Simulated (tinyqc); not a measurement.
Atomic layer deposition: Langmuir saturation, growth per cycle and coating of deep features: one step, computed by the program tinyqc. Command: `OMP_NUM_THREADS=1 python tinyqc.py 3004680 3004681 out.jsonl ald walk`. One thread of a shared host (Intel(R) Xeon(R) Processor @ 2.30GHz), about 0.01 s of CPU time with the checks.

Precursor A sticks only on free sites, so a long enough pulse saturates; co-reactant B then frees the sites again.

Task: Steady growth per cycle. One cycle from coverage th0: pulse A gives th1 = th_s + (th0 - th_s) exp(-(k_a + k_d) t), th_s = k_a/(k_a + k_d); the purge leaves th2 = th1 exp(-k_d t_p); pulse B converts c_B th2 into film and leaves th3 = (1 - c_B) th2. Growth = G c_B th2. The periodic state has th0 = th3: th0 = (1 - c_B) e_p th_s (1 - e_a)/(1 - (1 - c_B) e_p e_a), with e_a = exp(-(k_a + k_d) t), e_p = exp(-k_d t_p). Share of impinging molecules used = q (th1 - th0)/(F t).

Inputs (values chosen for the exercise, modelled on aluminium oxide from trimethylaluminium and water):

| quantity | value | unit |
|---|---|---|
| site density q | 4.4 | 1/nm^2 |
| growth per cycle at saturation G | 1.1 | angstrom |
| temperature T | 350 | C |
| pulse time t | 0.043 | s |
| co-reactant completion per pulse c_B | 0.99 | - |
| purge time t_p | 13 | s |

k_a = 57.84080 1/s

k_d = 3.171962e-04 1/s

flux F = 7712.106 1/(nm^2 s)

Give: coverage after pulse A; growth per cycle; share of impinging molecules used.

Result:

coverage after pulse A = 0.91761

growth per cycle = 0.99516 angstrom

share of impinging molecules used = 0.012054

The pulse is 2.49 filling times long: not fully saturated, so thickness still depends somewhat on the local dose. Caution: many metal-organic precursors decompose at such temperatures, which adds growth left out here.
